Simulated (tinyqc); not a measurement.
Inside a calculation: thin (001) film in sp3s* tight binding with raised dangling bonds. Values are carried at full precision from step to step, so a last printed digit may differ when a step is redone from the rounded ones.

sp3s* tight binding, nearest neighbours only: anion (a) at 0, cation (c) at a/4 (1,1,1), orbitals s, px, py, pz, s* on each; k in units of 2 pi/a. With phases e_j = exp(i (pi/2) k.n_j) for n = (1,1,1), (1,-1,-1), (-1,1,-1), (-1,-1,1): g0 = (e1+e2+e3+e4)/4, g1 = (e1+e2-e3-e4)/4, g2 = (e1-e2+e3-e4)/4, g3 = (e1-e2-e3+e4)/4. The diagonal holds the levels Esa, Epa, Exa (s*) and Esc, Epc, Exc. Anion-cation block: <sa|sc> = Vss g0; <sa|xc> = Vsapc g1; <xa|sc> = -Vscpa g1; <xa|xc> = Vxx g0; <xa|yc> = <ya|xc> = Vxy g3, <xa|zc> = <za|xc> = Vxy g2, <ya|zc> = <za|yc> = Vxy g1; <s*a|xc> = Vxapc g1; <xa|s*c> = -Vpaxc g1; y and z take g2 and g3 in place of g1; s-s* and s*-s* vanish.

Inputs chosen for the exercise (out of a larger set: near a published set for Si, fitted to gaps, whose masses and valley positions are rough; not measured data): p = (-4.189, 1.712, -4.189, 1.712, 6.663, 6.663, -8.31, 1.708, 4.579, 5.719, 5.719, 5.361, 5.361) eV (order Esa, Epa, Esc, Epc, Exa, Exc, Vss, Vxx, Vxy, Vsapc, Vscpa, Vxapc, Vpaxc); N = 5 (atomic planes in the small film); dl = 10 eV (shift of the dangling hybrids).

## Bulk edges along [001]

Gap at Gamma and minimum on (0,0,kz), kz from 0.5 to 1, from the bulk Ev. States at zero in-plane momentum come from this line alone.

edges (eV): Gamma 3.4160, Delta 1.1630

kz of the minimum = 0.7306 2 pi/a

## The two blocks of the small film

Planes alternate anion (a), cation (c) along [001], a/4 apart, starting with an anion; zero in-plane momentum; levels counted from the bulk Ev, the lower root of [[Epa, Vxx], [Vxx, Epc]]; no spin-orbit coupling. Block of s, pz, s*: from an anion to the cation above, Vss/2 (s,s), Vsapc/2 (s,z), -Vscpa/2 (z,s), Vxx/2 (z,z), Vxapc/2 (s*,z), -Vpaxc/2 (z,s*); to the cation below the same with the s-z and s*-z signs reversed. Block of u = (px + py)/sqrt2 and v = (px - py)/sqrt2: to the cation above (Vxx + Vxy)/2 for u and (Vxx - Vxy)/2 for v, to the cation below the reverse. Each surface atom has two dangling sp3 hybrids; raising both by dl adds (dl/2) [[1, t], [t, 1]] to its s, pz levels (t = -1 at the bottom face, +1 at the top) and dl to the one of u, v in whose plane the missing bonds lie (v for a bottom anion or a top cation, u for a top anion).

Fill them in.

s, pz, s* block (eV), lower triangle:
```
        sa1     za1    *a1     sc2     zc2    *c2     sa3     za3    *a3     sc4     zc4    *c4
sa1   0.807
za1  -5.000   6.708
*a1       0       0  6.659
sc2  -4.155  -2.860      0  -4.193
zc2   2.860   0.854  2.680       0   1.708
*c2       0  -2.680      0       0       0  6.659
sa3       0       0      0  -4.155  -2.860      0  -4.193
za3       0       0      0   2.860   0.854  2.680       0   1.708
*a3       0       0      0       0  -2.680      0       0       0  6.659
sc4       0       0      0       0       0      0  -4.155  -2.860      0  -4.193
zc4       0       0      0       0       0      0   2.860   0.854  2.680       0   1.708
*c4       0       0      0       0       0      0       0  -2.680      0       0       0  6.659
sa5       0       0      0       0       0      0       0       0      0  -4.155  -2.860      0
za5       0       0      0       0       0      0       0       0      0   2.860   0.854  2.680
*a5       0       0      0       0       0      0       0       0      0       0  -2.680      0

       sa5    za5    *a5
sa5  0.807
za5  5.000  6.708
*a5      0      0  6.659
```

u, v block (eV), lower triangle:
```
       ua1     va1     uc2    vc2    ua3     va3     uc4    vc4     ua5    va5
ua1  1.708
va1      0  11.708
uc2  3.143       0   1.708
vc2      0  -1.435       0  1.708
ua3      0       0  -1.435      0  1.708
va3      0       0       0  3.143      0   1.708
uc4      0       0       0      0  3.143       0   1.708
vc4      0       0       0      0      0  -1.435       0  1.708
ua5      0       0       0      0      0       0  -1.435      0  11.708
va5      0       0       0      0      0       0       0  3.143       0  1.708
```

## Levels of the small film

Diagonalise both blocks.

levels of the s, pz, s* block (eV): -11.723  -9.593  -6.467  -2.663  1.790  1.951  3.114  3.927  5.654  6.659  7.579  8.096  9.968  11.007  11.573

levels of the u, v block (eV): -2.264  -2.264  -0.848  -0.848  4.131  4.131  5.591  5.591  11.931  11.931

No level lies between 0 and the bulk edge 1.163 eV; confinement has widened the gap at zero in-plane momentum to 2.638 eV.

## Checks

- Lowest conduction level of 201 planes, with the dangling hybrids shifted far away, against the bulk edge: 1.164 against 1.163.

(tinyqc, `OMP_NUM_THREADS=1 python tinyqc.py 1482259 1482260 out.jsonl`, Intel(R) Xeon(R) Processor @ 2.30GHz, 1 thread, shared host, about 0.4 s.)
